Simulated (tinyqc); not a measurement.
Classical nucleation, growth and JMAK kinetics of crystallisation from a melt or glass: one step, computed by the program tinyqc.

A spherical nucleus with a sharp interface of isotropic energy gamma; lambda = Omega^(1/3) is the jump distance.

Task: Fraction transformed and grain size. JMAK with steady nucleation and growth, nuclei spread at random: extended fraction X_e = (pi/3) I u^3 t^4, X = 1 - exp(-X_e); t_X = [-3 ln(1 - X)/(pi I u^3)]^(1/4); final grains per volume = Gamma(5/4) (3/pi)^(1/4) (I/u)^(3/4), Gamma(5/4) = 0.9064024771. Grain size = (grains per volume)^(-1/3).

Inputs (values chosen for the exercise, for a model substance): temperature T = 516 K; time t = 0.014 s.

Nucleation: homogeneous. Driving force: Turnbull (linear).

nucleation rate I = 1.192173e+26 1/(m^3 s)

growth velocity u = 4.067377e-11 m/s

Give: extended fraction; fraction X at t; half time t_0.5; grains per volume; grain size.

Result:

extended fraction = 3.227e-13

fraction X at t = 3.227e-13

half time t_0.5 = 16.95 s

grains per volume = 2.007e+27 1/m^3

grain size = 7.928e-04 micrometre

t is 8.3e-4 half times: nearly nothing has crystallised. Caution: the lag time is not small against the half time, so steady nucleation from t = 0 overstates the speed. Caution: the grain size is near the critical size, where JMAK theory fails.
